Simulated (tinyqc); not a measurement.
Inside a calculation: interband optics of a two-band s-p chain from momentum matrix elements. Values are carried at full precision from step to step, so a last printed digit may differ when a step is redone from the rounded ones.

H(k) = [[Es - 2 ts cos ka, 2i V sin ka], [-2i V sin ka, Ep_ + 2 tp cos ka]] in the basis s, p; the lower band is full, with two electrons a cell. The velocity operator times hbar is W = dH/dk (eV angstrom); intra-atomic dipoles are left out.

Constants: hbar^2/2m0 = 3.80998211 eV angstrom^2; e^2/(4 pi eps0) = 14.39964547 eV angstrom.

Values chosen for the exercise: a = 3.39 angstrom (period); Es = 3.58 eV (upper orbital (s)); Ep_ = -2.52 eV (lower orbital (p)); ts = 0.64 eV (s-s hopping); tp = 0.56 eV (p-p hopping); V = 1.39 eV (s-p hopping); k = 0.39 2 pi/a (wave vector); N = 8 (k points); Ar = 12.9 angstrom^2 (cross-section per chain); eta = 0.3 eV (Lorentzian half width); E = 4.14 eV (photon energy).

## Hamiltonian and velocity at one k

Form H and W = dH/dk.

H (eV):
```
          s        p
s    4.5663  1.7720i
p  -1.7720i  -3.3830
```

W (eV angstrom):
```
         s         p
s   2.7659  -7.2615i
p  7.2615i   -2.4202
```

## Matrix element between the bands

Diagonalise H, transform W, and form w = |W_cv|^2, the Kane-type energy w/c and the oscillator strength f = w/(c D), c = hbar^2/2m0, D = Ec - Ev.

Ev, Ec (eV): -3.7601  4.9434

weights:
```
        v       c
s  0.0433  0.9567
p  0.9567  0.0433
```

slopes dEv/dk, dEc/dk (eV angstrom): 0.761  -0.416

w = 59.106 eV^2 angstrom^2
w/c = 15.514 eV
f = 1.782

## Transitions on the mesh

At each k_j = (j + 1/2)/N (2 pi/a) up to the zone edge give D = Ec - Ev, w = |<c|W|v>|^2 and f = w/(c D), c = hbar^2/2m0; the other half of the zone repeats the values.

Transitions:
```
k (2 pi/a)  D (eV)  w (eV^2 angstrom^2)      f
0.0625      4.4275               47.436  2.812
0.1875      7.2962                0.007  0.000
0.3125      8.6974               26.317  0.794
0.4375      8.5852               77.810  2.379
```

D runs from 4.427 to 8.697 eV on the mesh; f is largest at k = 0.0625.

## Dielectric function from the table

With w(k) = |<c|W|v>|^2 and D(k) = Ec - Ev, on the mesh k_j = (j + 1/2)/N (2 pi/a): eps(E) = 1 + (8 pi e2/(a Ar)) mean_j (w/D^2) [1/(D - E - i eta) + 1/(D + E + i eta)], e2 = e^2/(4 pi eps0); light polarised along the chains, no local fields.

Take the mean over the rows. Also eps(0) at eta = 0, and the effective electrons per cell n_eff = 2 mean(f).

eps(E) = 10.794+8.718i
eps(0) = 3.936
n_eff = 2.993

On a mesh of 2000 points the values are -1.429+9.940i, 4.695 and 3.182. n_eff need not equal the 2 electrons of the cell: a two-orbital basis with chosen hoppings does not obey the sum rule of free electrons. E lies within, or within 2 eta of, the range of transitions of the band (3.70 to 8.75 eV); their spacing on this mesh (up to 2.87 eV) exceeds eta, so eps(E) depends on where the few mesh points fall.

## Checks

- Curvature of the lower band against <v|d2H/dk2|v> - 2 w/D (eV angstrom^2): both 3.707.
- Zone mean of 2 w/D against the zone mean of <v|d2H/dk2|v>, the f-sum rule of a full band (eV angstrom^2): both 12.122.

Computed by tinyqc, a small Python program: `OMP_NUM_THREADS=1 python tinyqc.py 1652693 1652694 out.jsonl` (the numbers bound the seed that draws the inputs); one thread of a shared host (Intel(R) Xeon(R) Processor @ 2.30GHz), about 0.01 s for the whole set of steps.
